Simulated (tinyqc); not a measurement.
Velocity overshoot from momentum and energy balance equations after a field step: one step, computed by the program tinyqc.

At t = 0 the field jumps from 0 to F in a uniform sample. v is the drift velocity and u = w - (3/2) k_B T the excess energy per carrier.

Task: Constants and steady state. dv/dt = e F/m - v/tau_m(u), du/dt = e F v - u/tau_E, tau_m(u) = tau_0/(1 + c u), tau_0 = m mu_0/e, c = mu_0/(e tau_E v_s^2); this choice gives the steady state v (1 + mu_0 F v/v_s^2) = mu_0 F, which saturates at v_s. Steady velocity v = 2 mu_0 F/(1 + sqrt(1 + 4 (mu_0 F/v_s)^2)); u = e F v tau_E; carrier temperature T + 2u/(3 k_B), neglecting the drift energy m v^2/2.

Inputs (values chosen for the exercise, modelled on electrons in GaN except for tau_E): effective mass m = 0.2 m_0; low-field mobility mu_0 = 1100 cm^2/(V s); saturation velocity v_s = 2 1e7 cm/s; energy relaxation time tau_E = 0.96 ps; field after the step F = 220 kV/cm; lattice temperature T = 300 K.

Scheme: explicit Euler.

Constants: m_0 = 9.1093837015e-31 kg; e = 1.602176634e-19 C; k_B = 8.617333262e-05 eV/K.

Give: tau_0; c; acceleration e F/m; steady velocity; steady excess energy; steady carrier temperature.

Result:

tau_0 = 125.1 fs

c = 2.865 1/eV

acceleration e F/m = 0.1935 1e7 cm/s per fs

steady velocity = 1.919 1e7 cm/s

steady excess energy = 4.053 eV

steady carrier temperature = 31656 K

tau_E/tau_0 = 7.67, and in the steady state tau_m has shrunk to 9.9 fs. Caution: the excess energy exceeds 0.5 eV, where non-parabolicity, upper valleys and impact ionisation matter.
